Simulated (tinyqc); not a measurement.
Born-von Karman spring model of a cubic crystal with one atom per cell: one step, computed by the program tinyqc. Command: `OMP_NUM_THREADS=1 python tinyqc.py 3009059 3009060 out.jsonl springs walk`. One thread of a shared host (Intel(R) Xeon(R) Processor @ 2.30GHz), about 0.2 s of CPU time with the checks.

First neighbours lie at a/2 (1,1,0) (12 of them), second at a (1,0,0) (6), with all permutations and signs; the volume per atom is Omega = a^3/4. Two shells of springs match a real metal only roughly, above all at the zone boundary.

Question. Dynamical matrix at q. A neighbour at R with unit vector n couples by the matrix K(R) = kL n n^T + kT (1 - n n^T), and D(q) = (1/M) sum_R K(R) [1 - cos(q.R)].

Inputs (values chosen for the exercise, modelled on copper):

| quantity | value | unit |
|---|---|---|
| atomic mass M | 63.55 | u |
| radial spring k1L | 1.76 | eV/angstrom^2 |
| transverse spring k1T | -0.081 | eV/angstrom^2 |
| radial spring k2L | 0.023 | eV/angstrom^2 |
| transverse spring k2T | -0.0081 | eV/angstrom^2 |

Lattice: fcc.

wave vector q (2 pi/a): 0.85  0.25  0

Give: D(q).

Answer.

D(q) (eV/(angstrom^2 u)):
```
        x       y       z
x  0.1846  0.0186  0.0000
y  0.0186  0.0926  0.0000
z  0.0000  0.0000  0.1067
```
